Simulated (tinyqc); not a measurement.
Doping from resistivity.

Problem. A uniform, uncompensated and fully ionised sample has rho = 1/(q N mu), mu = m1 + (m2 (T/300 K)^(-bt) - m1)/(1 + (N/Nr)^am). Find N, mu and the diffusion coefficient mu Vt.

Values chosen for this exercise:
```
symbol,value,unit,meaning
T,250,K,temperature
m1,46.2,cm^2/(V s),mobility limit at high doping
m2,453,cm^2/(V s),"mobility limit at low doping, at 300 K"
Nr,2.3e17,cm^-3,reference doping of the mobility law
am,0.72,,exponent of the mobility law
bt,2.3,,temperature exponent of m2
```

Constants: q = 1.602176634e-19 C, kB = 1.380649e-23 J/K, Vt = kB T/q. Results are converted to the units shown.

resistivity = 0.54983429 ohm cm

Solution. With am below 1 the product N mu rises steadily with N, so one doping matches; it is found by iterating N = 1/(q rho mu(N)).

N = 1.90e16 cm^-3
mu = 597 cm^2/(V s)
diffusion coefficient = 12.9 cm^2/s

Computed by the program tinyqc: `OMP_NUM_THREADS=1 python tinyqc.py 2110035 2110036 out.jsonl`, one thread of a shared Intel Xeon 2.30GHz, about 0.01 s for the whole run.
